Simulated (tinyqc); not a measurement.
Square lattice in a magnetic field (Harper-Hofstadter model): one step. Hall conductance of the gaps.

Parameters, chosen for this exercise: p = 2 (flux per plaquette p/q, in units of h/e); q = 5.

Problem. Gap r (r bands filled) has sigma_xy = t_r e^2/h in size and relative sign, where r = q s_r + p t_r with integers and |t_r| <= q/2; the Chern number of band r is t_r - t_(r-1), with t_0 = t_q = 0.

Give: Integers.

Solution.

Integers:

| r | t_r | s_r | Chern number of band r |
|---|---|---|---|
| 1 | -2 | 1 | -2 |
| 2 | 1 | 0 | 3 |
| 3 | -1 | 1 | -2 |
| 4 | 2 | 0 | 3 |
| 5 | 0 | 1 | -2 |

The first gap carries t = -2; a single Landau level would carry 1.

tinyqc: `OMP_NUM_THREADS=1 python tinyqc.py 1281513 1281514 out.jsonl`; about 0.07 s, one thread, shared Intel(R) Xeon(R) Processor @ 2.30GHz.
